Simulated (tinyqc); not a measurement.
# Narrowing from the saturation current

Inverse problem. A uniform n-type emitter has J0 = (q p0 D/L)(s + tanh(W/L))/(1 + s tanh(W/L)), D = mup Vt, s = S L/D, and p0 = (ni^2/N) exp(dE_app/kB T), where dE_app = dEg + kB T ln[(N/Nc) exp(-eta)]. Find p0, dE_app and dEg.

Values chosen for this exercise; band and dielectric values close to those of silicon:
```
symbol,value,unit,meaning
T,400,K,temperature
Nc,4.31e19,cm^-3,conduction-band density of states at 400 K
N,7.3e18,cm^-3,ionised donor density
mup,230,cm^2/(V s),minority-hole mobility
W,480,nm,emitter width
S,9300,cm/s,recombination velocity at the contact
```

Constants: q = 1.602176634e-19 C, kB = 1.380649e-23 J/K, Vt = kB T/q. Results are converted to the units shown.

J0 = 9.4723468e6 fA/cm^2
L = 6918.9956 nm
ni = 4.2225655e12 cm^-3
converged eta = -1.7159073

Answer. J0 gives p0, its ratio to ni^2/N gives dE_app, and the degeneracy term is taken off.

p0 = 6.19e6 cm^-3
dE_app = 32.0 meV
dEg = 34.1 meV

Program tinyqc, `OMP_NUM_THREADS=1 python tinyqc.py 2330002 2330003 out.jsonl`; Intel Xeon 2.30GHz, shared host, one thread, about 0.01 s.
